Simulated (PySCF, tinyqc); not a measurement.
Worked calculation: RKS/PBE in the sto-3g basis, for H3+, spin multiplicity 1. The lowest restricted solution is unstable here: a spin-polarised one lies 0.0018 hartree lower (PySCF). One step of it, computed by the program tinyqc.

Question. Iteration 2: DIIS coefficients. Solve [B -1; -1 0][c; lambda] = [0; -1] for the coefficients, which sum to one.

B (overlaps of the stored error matrices):
$$\begin{pmatrix}
2.4114146e-01 & -1.1000101e-01 \\
-1.1000101e-01 & 5.0178936e-02
\end{pmatrix}$$

Give: DIIS coefficients.

Answer.

DIIS coefficients: [0.3133, 0.6867]
